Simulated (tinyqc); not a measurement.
## Schottky barrier on an n-type semiconductor with a doping step, non-linear Poisson equation by Newton steps: Capacitance-voltage profiling

One dimension, metal at x = 0, donor density C(x) = N1 for x < x1 and Nd beyond. Energies are counted from the electron Fermi level of the semiconductor and the conduction-band edge is Ec = -psi, so n = Nc exp(psi/Vt); holes follow the Fermi level of the metal, at -V, so p = Nv exp((V - psi - Eg)/Vt). Ends: psi(0) = V - phiB and psi = Vt ln(Nd/Nc) deep inside. Boltzmann statistics, full ionisation, no current, no image force in the Poisson equation.

The Poisson equation d/dx(eps0 eps_r dpsi/dx) = -q (p - n + C) is solved on a mesh of about 1000 nodes or more that ends in neutral material. C_s = q d/dV of the integral of n over x, from the linearised equation. Probed depth w = eps0 eps_r/C_s; apparent doping N_app = C_s^3/(q eps0 eps_r dC_s/dV), the derivative by central differences over +/- 0.02 V.

Inputs (values chosen for the exercise); band and dielectric values close to those of silicon:
```
symbol    value   unit                                  meaning
T           273      K                              temperature
Eg         1.13     eV                                 band gap
eps_r      11.9                           relative permittivity
Nc      2.47e19  cm^-3   conduction-band density of states at T
Nv      2.34e19  cm^-3      valence-band density of states at T
Nd       3.8e15  cm^-3  donor density deep in the semiconductor
phiB       0.66     eV                           barrier height
x1          430     nm                 depth of the doping step
N1       1.9e16  cm^-3             donor density above the step
```

Constants: q = 1.602176634e-19 C, kB = 1.380649e-23 J/K, Vt = kB T/q, eps0 = 8.8541878128e-14 F/cm where lengths are in cm. Results are converted to the units shown.

Results:
```
V (V)  C_s (nF/cm^2)  w (nm)  N_app (cm^-3)  true C(w) (cm^-3)  |E_0| (kV/cm)
0               58.6     180        1.90e16            1.90e16           52.0
-0.3            45.7     231        1.90e16            1.90e16           66.6
-0.9            34.2     308        1.88e16            1.90e16           88.9
-1.2            30.9     341        1.83e16            1.90e16           98.1
-1.5            28.3     372        1.70e16            1.90e16            107
-1.8            26.0     404        1.41e16            1.90e16            114
-2.1            23.7     444        9.32e15            3.80e15            121
-2.4            20.9     505        5.28e15            3.80e15            128
-2.7            17.9     587        3.93e15            3.80e15            133
-3              15.7     669        3.80e15            3.80e15            138
```

Estimate the missing row, V = -0.6 V.

Computed row:
```
V (V)  C_s (nF/cm^2)  w (nm)  N_app (cm^-3)  true C(w) (cm^-3)  |E_0| (kV/cm)
-0.6            38.7     272        1.89e16            1.90e16           78.5
```

With this row back in the table: C_s falls from 58.6 to 15.7 nF/cm^2 while the probed depth goes from 180 to 669 nm. The apparent doping falls from 1.90e16 to 3.80e15 cm^-3. It departs most from the true doping at that depth for V = -2.1 V, where it is 2.45 times it; the method senses the electrons at the edge of the depleted layer, which are smeared over a few Debye lengths (LD = 64 nm at Nd), so it cannot follow a doping that changes on that scale.

Computed by the program tinyqc: `OMP_NUM_THREADS=1 python tinyqc.py 2020171 2020172 out.jsonl`, one thread of a shared Intel Xeon 2.30GHz, about 0.2 s for the whole run.
